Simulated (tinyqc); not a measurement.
Changing the roughness sigma: sputter depth profiling of a dopant layer: erosion rate, quantification and the mixing-roughness response. Computed by tinyqc, a small Python program. Command: `OMP_NUM_THREADS=1 python tinyqc.py 3022842 3022843 out.jsonl sims sweep`. One thread of a shared host (Intel(R) Xeon(R) Processor @ 2.30GHz), about 0.05 s of CPU time with the checks.

A rastered ion beam erodes silicon (49.94 atoms per nm^3). The measured profile is the true one convolved with a depth response.

Inputs (values chosen for the exercise, modelled on a dopant in silicon under an oxygen or caesium beam):
```
quantity                               value    unit
beam energy E                           0.26     keV
beam current                             140      nA
raster side                              500      um
sputter yield at 1 keV                   1.4       -
mixing length at 1 keV                   1.5      nm
depth of the layer z0                     19      nm
sheet density Q                      2.9e+14  1/cm^2
relative sensitivity factor RSF        1e+21  1/cm^3
matrix count rate                    1.1e+06     1/s
background count rate                      4     1/s
counting time per point                  0.5       s
level that defines the junction C_B    5e+17  1/cm^3
```

True profile: delta layer.

Constants: e = 1.602176634e-19 C.

Method:
- Scaling chosen for the exercise: yield Y = Y1 E^0.5, mixing length w = w1 E^0.5 (E in keV).
- Erosion rate = Y I/(e x raster^2 x density); depth step = rate x counting time; concentration = RSF x counts/matrix counts; detection limit = RSF x 3 sqrt(background x time)/(matrix rate x time).
- Mixing alone turns a layer at z0 into (1/w) exp(-(z - z0 + w)/w) for z > z0 - w; roughness adds a Gaussian of width sigma. With x = z - z0 + w: g(x) = (1/(2w)) exp(sigma^2/(2 w^2) - x/w) erfc((sigma/w - x/sigma)/sqrt2), and its integral G(x) = (1/2) erfc(-x/(sigma sqrt2)) - w g(x). Measured: Q g(x), 1 nm = 1e-7 cm.
- Find the maximum, the full width at half maximum and the deep point where the profile falls to C_B; far down, the trailing edge decays by w ln(10) per decade.
- Convolution adds means and variances: the response has mean 0 (shift -w plus exponential mean w) and variance w^2 + sigma^2; a delta layer adds none.

One run for each value; columns: (1) roughness sigma (nm); (2) full width at half maximum (nm); (3) peak concentration (1/cm^3); (4) maximum minus centroid (nm); (5) apparent junction depth (nm):
```
(1)     (2)        (3)      (4)    (5)
0.15  0.873  2.604e+21  -0.5438  25.08
0.24  1.064  2.221e+21  -0.4661  25.11
0.38  1.366  1.808e+21  -0.3769  25.16
0.61  1.870  1.379e+21  -0.2780  25.31
0.98  2.687  9.900e+20  -0.1833  25.70
1.60  4.072  6.639e+20  -0.1037  26.74
2.50  6.117  4.445e+20  -0.0543  29.03
4.00  9.578  2.843e+20  -0.0246  33.63
```

Describe and explain the trends.

Over the rows, full width at half maximum (nm) rises from 0.873 to 9.58 (exponent d ln y / d ln x 0.42 between the first rows and 0.95 between the last); peak concentration (1/cm^3) falls from 2.60e21 to 2.84e20 (exponent d ln y / d ln x -0.34 between the first rows and -0.95 between the last); maximum minus centroid (nm) rises from -0.544 to -0.0246 (exponent d ln y / d ln x -0.33 between the first rows and -1.7 between the last). At the high end the exponent of full width at half maximum is 0.95, close to 1: roughness rules. Roughness broadens both edges and makes the response more symmetric; far down the tail the slope stays w ln(10).

Extremes, crossings and ranges named in words are read from the listed rows.
